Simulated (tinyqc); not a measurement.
Trapped share and trap depth from dynamic on-resistance.

Problem. Traps remove the share ft of the electrons in the drain access (length Ld, sheet resistance Rsh before stress), so Ron grows by Rsh Ld ft/(1 - ft). The recovery time goes as T^(-2) exp(q Ea/(kB T)). Find ft and Ea.

Inputs (values chosen for the exercise):
- Ld = 16 um (drain access length)

Constants: q = 1.602176634e-19 C, kB = 1.380649e-23 J/K. Results are converted to the units shown.

Ron before and just after an off-state stress (ohm mm): [12.315557, 15.054027]
Rsh = 606.81995 ohm
recovery times at 320 and 410 K (s): [81, 0.92179597]

Answer. The rise of Ron over Rsh Ld is ft/(1 - ft); ln(t T^2) is linear in 1/T.

ft = 0.220
Ea = 0.500 eV

Computed by the program tinyqc: `OMP_NUM_THREADS=1 python tinyqc.py 2570119 2570120 out.jsonl`, one thread of a shared Intel Xeon 2.30GHz, about 0.02 s for the whole run.
